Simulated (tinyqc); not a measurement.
Quarter-wave Bragg mirror and the threshold of a vertical cavity: one step of the calculation.

N pairs of lossless layers, each a quarter wave thick at lam, in the order nL, nH from the incident medium n0 to the exit medium ns; normal incidence, no dispersion. At wavelength lam + dw each layer has the phase d = (pi/2) lam/(lam + dw) and the matrix [[cos d, i sin d/n], [i n sin d, cos d]].

Problem. Reflection at the detuned wavelength. B = M11 + M12 ns, C = M21 + M22 ns; r = (n0 B - C)/(n0 B + C), T = 4 n0 ns/|n0 B + C|^2, R = |r|^2 = 1 - T.

Inputs (values chosen for the exercise): index of the incident medium n0 = 3.48; index of the exit medium ns = 1.

M:
```
                          1                          2
1  4.332035246+0.000000000i   0.000000000+0.505627664i
2  0.000000000+5.536251289i  -0.415343299+0.000000000i
```

Find: r; T; phase of r against its value at dw = 0.

Solution.

r = 0.7442-0.6280i
T = 5.191 %
phase of r against its value at dw = 0 = -0.7009 rad

T is 1.76 times its value at the design wavelength.

tinyqc, about 0.01 s, one thread, Intel Xeon 2.30GHz (shared host): `OMP_NUM_THREADS=1 python tinyqc.py 2650038 2650039 out.jsonl`
